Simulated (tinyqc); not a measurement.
SiGe-base heterojunction bipolar transistor, Gummel numbers and transit times: one step of the calculation.

One-dimensional n-p-n transistor in the forward active mode at low injection. In the base p(x) = NB exp(-eta x/wb) and ni(x)^2 = ni^2 exp((g0 + g1 x/wb)/Vt); electrons leave the base at vsat; band spikes at the emitter junction and recombination inside the emitter are ignored.

Problem. Base Gummel number and transit time. f(x) = p(x) ni^2/ni(x)^2; I(x) = integral from x to wb of f/Dn, plus f(wb)/vsat; base Gummel number GB = I(0); electron density per unit flux n/(J/q) = I/f; base transit time tauB = integral of I/f over the base. Trapezoid rule on 8 equal steps.

Parameters, values chosen for the exercise; band and dielectric values close to those of silicon: temperature T = 350 K; saturation velocity vsat = 9.88e6 cm/s; neutral base width wb = 23 nm; base doping at the emitter edge NB = 1.5e19 cm^-3; doping falls as exp(-eta x/wb) eta = 0; gap reduction at the emitter edge of the base g0 = 0.058 eV; further gap reduction across the base (linear) g1 = 0.058 eV; electron diffusion coefficient in the base Dn = 5.3 cm^2/s.

Constants: q = 1.602176634e-19 C, kB = 1.380649e-23 J/K, Vt = kB T/q. Results are converted to the units shown.

Give: x; f; I; I/f; GB; tauB.

Solution.

x, point 0 to 8 (nm): [0.00, 2.88, 5.75, 8.62, 11.50, 14.38, 17.25, 20.12, 23.00]
f, point 0 to 8 (cm^-3): [2.192e18, 1.724e18, 1.356e18, 1.066e18, 8.382e17, 6.591e17, 5.183e17, 4.075e17, 3.205e17]
I, point 0 to 8 (s/cm^4): [4.569e11, 3.507e11, 2.672e11, 2.015e11, 1.498e11, 1.092e11, 7.729e10, 5.218e10, 3.243e10]
I/f, point 0 to 8 (s/cm): [2.084e-7, 2.034e-7, 1.971e-7, 1.890e-7, 1.788e-7, 1.657e-7, 1.491e-7, 1.280e-7, 1.012e-7]
GB = 4.569e11 s/cm^4
tauB = 0.3927 ps

Range of the model: Heavy doping makes emitter or base degenerate; gE and g0 are to be read as apparent gap changes that include this.

tinyqc, about 0.01 s, one thread, Intel Xeon 2.30GHz (shared host): `OMP_NUM_THREADS=1 python tinyqc.py 2320005 2320006 out.jsonl`
